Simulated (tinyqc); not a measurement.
Jacobi rotations on a symmetric matrix, step by step. Computed by tinyqc, a small Python program that keeps every step. Settings: method = jacobi. Command: `OMP_NUM_THREADS=1 python tinyqc.py 21247 21248 out.jsonl` (the two numbers bound the seeds that draw the settings). One thread of a shared host (Intel(R) Xeon(R) Processor @ 2.60GHz), about 0.01 s of CPU time with the checks.

## Jacobi rotation 1

A, lower triangle:
```
           1          2         3
1   0.292000
2  -0.066000   0.869000
3   0.206000  -0.086000  0.972000
```

Take the largest off-diagonal element A_pq; tan 2 theta = 2 A_pq / (A_qq - A_pp) with |theta| <= pi/4; A' = J^T A J with J_pp = J_qq = cos, J_pq = sin, J_qp = -sin.

p, q, theta (rad): 1.000000  3.000000  0.272367

A', lower triangle:
```
           1          2         3
1   0.234463
2  -0.040432   0.869000
3   0.000000  -0.100585  1.029537
```

## Jacobi rotation 2

As before.

p, q, theta (rad): 2.000000  3.000000  -0.448631

A', lower triangle:
```
           1         2         3
1   0.234463
2  -0.036431  0.820582
3   0.017537  0.000000  1.077956
```

## All rotations

The off-diagonal norm falls at every rotation.

Rotations:
```
step  p  q      theta  off-diagonal norm
1     1  3   0.272367           1.53e-01
2     2  3  -0.448631           5.72e-02
3     1  2  -0.061839           2.48e-02
4     1  3   0.020684           1.53e-03
5     2  3  -0.004241           3.17e-05
6     1  2   0.000038           1.34e-07
7     1  3  -1.12e-07           5.10e-12
```

eigenvalues: 0.231845  0.822833  1.078322
